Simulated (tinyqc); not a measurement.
Power iteration on a symmetric matrix, step by step. One step of it, computed by the program tinyqc.

Question. Step 2. w = (A - shift) v; v' = w/|w| with its largest component positive (the first on a tie); lambda = v'^T A v'.

A:
```
           1          2          3          4
1   0.070000  -0.235000  -0.331000  -0.467000
2  -0.235000   0.317000  -0.071000   0.673000
3  -0.331000  -0.071000   0.483000  -0.281000
4  -0.467000   0.673000  -0.281000   0.517000
```

vector after step 1: -0.366825  0.725690  0.139301  0.565163

shift = -0.410000

Give: vector after step 2; Rayleigh quotient after step 2.

Answer.

vector after step 2: -0.399  0.598  0.022  0.695

Rayleigh quotient after step 2 = 1.300
